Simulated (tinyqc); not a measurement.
Tight binding, honeycomb lattice, step by step. One step of it, computed by the program tinyqc.

Task: Bloch Hamiltonian at k. H_AB = -t1 (1 + exp(-i k.a1) + exp(-i k.a2)); H_AA = delta - 2 t2 sum cos(k.b + phi), H_BB = -delta - 2 t2 sum cos(k.b - phi), b = a1, a2 - a1, -a2.

Parameters chosen for this model:
```
parameter     value                        unit
t1         2.610000                 eV, nearest
t2                0       eV, second neighbours
phi               0  rad, phase of t2 (Haldane)
delta             0          eV, +/- on A and B
```

k point k (fractions of the reciprocal vectors): 0.020000  0.200000

Give: H(k) at k.

Result:

H(k) at k (eV):
```
                 A                B
A           0.0000  -6.0060+2.8094i
B  -6.0060-2.8094i           0.0000
```
